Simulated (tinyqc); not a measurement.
Read current of a NAND string, cells in series solved by shooting: one step of the calculation.

Cells in series, numbered from 0 at the source line (0 V) to the bit line, each followed by a gap resistance Rg. A cell with gate Vg, threshold VT, source Vs and drain Vd passes I = 2 nf K Vt^2 [F(Vs) - F(Vd)]/(1 + th max(Vg - VT, 0)), F(V) = ln^2(1 + exp((Vg - VT - nf V)/(2 nf Vt))). The selected cell has Vg = Vr, the others Vg = Vp.

Question. Node voltages for a trial current. For a trial current I start at 0 V and, cell by cell (the selected one is cell 4), solve for the drain: sqrt(F(Vd)) = sqrt(F(Vs) - I/k), k = 2 nf K Vt^2/(1 + th max(Vg - VT, 0)), Vd = [Vg - VT - 2 nf Vt ln(exp(sqrt F) - 1)]/nf, then add I Rg.

Values chosen for this exercise; values of the order met in vertical NAND strings: temperature T = 300 K; gain factor of a cell K = 17 uA/V^2; slope factor nf = 1.8; mobility reduction factor th = 0.06 1/V; resistance of the gap between cells Rg = 13 kohm; bit-line voltage Vbl = 0.4 V; pass voltage Vp = 6.6 V; read voltage on the selected word line Vr = 4.96 V.

Constants: q = 1.602176634e-19 C, kB = 1.380649e-23 J/K, Vt = kB T/q. Results are converted to the units shown.

second trial current = 1.8 uA
thresholds from the source end, cell 0 to 5 (V): [3.7, 3.7, -0.8, -0.8, 3, -0.8]

Wanted: node voltage after each cell and gap, trial 2.

Answer.

node voltage after each cell and gap, trial 2, cell 0 to 5 (V): [0.06685, 0.1356, 0.1805, 0.2255, 0.3288, 0.3747]

Computed by the program tinyqc: `OMP_NUM_THREADS=1 python tinyqc.py 2142251 2142252 out.jsonl`, one thread of a shared Intel Xeon 2.30GHz, about 0.8 s for the whole run.
